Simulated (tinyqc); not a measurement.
Epitaxial growth on a vicinal surface: Burton-Cabrera-Frank step flow, step-edge barrier and island nucleation: one step, computed by the program tinyqc.

Adatoms land at rate F, hop on a square grid (a simplification for hexagonal faces), desorb, or join steps. Lengths are in units of a and n is the adatom coverage. Steps ascend at x = 0 and descend at x = l.

Problem. Step flow or islands. Island density on a flat surface without desorption: N = 0.25 (F/D)^(i/(i+2)) exp(E_i/((i+2) k_B T)) per site, with E_i = 0 for i = 1; spacing l_n = N^(-1/2). Step flow needs an effective width l_eff = 2 x(peak) below l_n. Temperatures in kelvin are T(C) + 273.15.

Inputs (values chosen for the exercise, close to those used for GaN(0001)): deposition rate F = 0.83 layers/s; temperature T = 980 C; critical nucleus size i = 1.

D = 4478732 a^2/s

position of the peak = 77.53120 a

Constants: k_B = 8.617333262e-05 eV/K.

Give: island density N on a flat surface; island spacing l_n; ratio l_eff/l_n.

Solution.

island density N on a flat surface = 0.001425 per site

island spacing l_n = 26.49 a

ratio l_eff/l_n = 5.854

Islands nucleate on the terraces, and a step-flow solution would overstate the coverage. Caution: twice the distance from the ascending step to the coverage peak exceeds the expected island spacing [0.25 (F/D)^(i/(i+2)) exp(E_i/((i+2) k_B T))]^(-1/2) by 40 % or more, so islands nucleate and the step-flow values are formal. Caution: the prefactor 0.25 and the criterion are estimates, good to a factor of about two in length.
